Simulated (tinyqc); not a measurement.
Opening the gap, as alloying or pressure does: deep trap from a strong local potential in a two-band host (Koster-Slater model with semi-elliptic bands). Computed by tinyqc, a small Python program. Command: `OMP_NUM_THREADS=1 python tinyqc.py 3017913 3017914 out.jsonl deeptrap walk`. One thread of a shared host (Intel(R) Xeon(R) Processor @ 2.30GHz), about 0.03 s of CPU time with the checks.

The valence band spans -2 W_v to 0 and the conduction band E_g to E_g + 2 W_c. The orbital at the impurity site has weight f_v in the valence band and 1 - f_v in the conduction band, each spread as a semi-ellipse (2/(pi W^2)) sqrt(W^2 - x^2) about the band centre. The impurity adds U to this orbital. Spin is left out.

Inputs (values chosen for the exercise, for a model semiconductor):
```
quantity                                value  unit
gap E_g                                  1.42    eV
half-width of the valence band W_v        3.8    eV
half-width of the conduction band W_c     5.7    eV
valence weight f_v of the site orbital   0.56     -
impurity potential U                     25.6    eV
```

Impurity: repulsive, acceptor-like.

Method:
- In the gap G(E) = f_v (2/W_v^2)[x - sqrt(x^2 - W_v^2)] - (1 - f_v)(2/W_c^2)[y - sqrt(y^2 - W_c^2)], x = E + W_v, y = E_g + W_c - E.
- The trap level solves G(E) = 1/U (bisection). With D = -dG/dE = D_v + D_c, D_v = f_v (2/W_v^2)[x/sqrt(x^2 - W_v^2) - 1] and D_c = (1 - f_v)(2/W_c^2)[y/sqrt(y^2 - W_c^2) - 1], the weight on the impurity orbital is 1/(U^2 D) and the conduction-band character is D_c/D.
- The conduction band is shifted rigidly; widths, weights and U stay.

Against the gap:
```
E_g (eV)  E_t (eV)  depth below E_c (eV)  conduction character
0.710       0.6169               0.09308               0.62555
0.923       0.7432               0.17976               0.56571
1.140       0.8615               0.27850               0.52667
1.280       0.9339               0.34614               0.50764
1.420       1.0038               0.41622               0.49169
1.630       1.1049               0.52512               0.47181
1.850       1.2067               0.64327               0.45461
2.270       1.3919               0.87809               0.42838
```

What does the comparison show, and why?

As the conduction band moves up by 1.560 eV the level follows by 0.775 eV, a mean slope of 0.50; the local slope is the conduction character. A shallow donor would follow with slope 1 and a shallow acceptor with slope 0.
